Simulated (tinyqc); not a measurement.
Inside a calculation. Method: CCD on RHF in the 6-311g basis, for He, spin multiplicity 1. One step of it, computed by the program tinyqc.

Problem. Orthogonalisation. S = U s U^T; symmetric (Loewdin) form X = U s^(-1/2) U^T, so that X^T S X = 1.

overlap S:
```
          1He 1s    1He 2s    1He 3s
1He 1s  1.000000  0.680472  0.328596
1He 2s  0.680472  1.000000  0.751574
1He 3s  0.328596  0.751574  1.000000
```

Give: eigenvalues of S; X.

Solution.

eigenvalues of S: 0.1357  0.6734  2.1908

X:
```
         1He 1s   1He 2s   1He 3s
1He 1s   1.3166  -0.6459   0.1507
1He 2s  -0.6459   1.8555  -0.7714
1He 3s   0.1507  -0.7714   1.4367
```
